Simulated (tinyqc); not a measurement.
Resistance of a tapered via with liner, size effect and interface: one step of the calculation.

A round via whose diameter grows from db at the bottom as D(z) = db + 2 z/tan(ang). The fill, of diameter D - 2 tl, starts above the bottom liner (thickness fb tl) and has rho = rho0 (1 + ks lam/(D - 2 tl)); the sidewall liner conducts in parallel with it. The bottom liner and the interface are crossed over the full area pi db^2/4. Spreading in the lines above and below is left out.

Question. Total resistance. R_fill = sum of the slices; R_bottom = rl fb tl/(pi db^2/4); R_interface = ri/(pi db^2/4); ballistic (Sharvin) limit 1/(Sb pi (db - 2 tl)^2/4); ideal cylinder rho0 hv/(pi db^2/4).

Inputs (values chosen for the exercise); fill metal close to cobalt: diameter at the bottom db = 31 nm; height hv = 67 nm; bulk resistivity of the fill rho0 = 6.09 uohm cm; liner on the sidewall tl = 1.1 nm; liner at the bottom over that on the sidewall fb = 1; resistivity of the liner rl = 310 uohm cm; interface resistivity at the bottom ri = 3.1e-12 ohm cm^2; ballistic conductance per area, about 3/(4 rho0 lam) Sb = 1e15 S/m^2.

slice resistance, slice 0 to 7 (ohm): [1.1437622, 1.0453147, 0.95880651, 0.88240907, 0.81462737, 0.75422997, 0.70019566, 0.65167213]

Give: parts; R; shares; ballistic limit; ideal cylinder.

Answer.

parts (ohm): fill 6.9510, bottom liner 4.5179, interface 0.41072
R = 11.880 ohm
shares (%): fill 58.512, bottom liner 38.031, interface 3.457
ballistic limit = 1.5351 ohm
ideal cylinder = 5.4060 ohm

The fill is the largest part, and R is 2.20 times the ideal cylinder. With 2000 slices R = 11.883 ohm.

Computed by the program tinyqc: `OMP_NUM_THREADS=1 python tinyqc.py 2750109 2750110 out.jsonl`, one thread of a shared Intel Xeon 2.30GHz, about 0.01 s for the whole run.
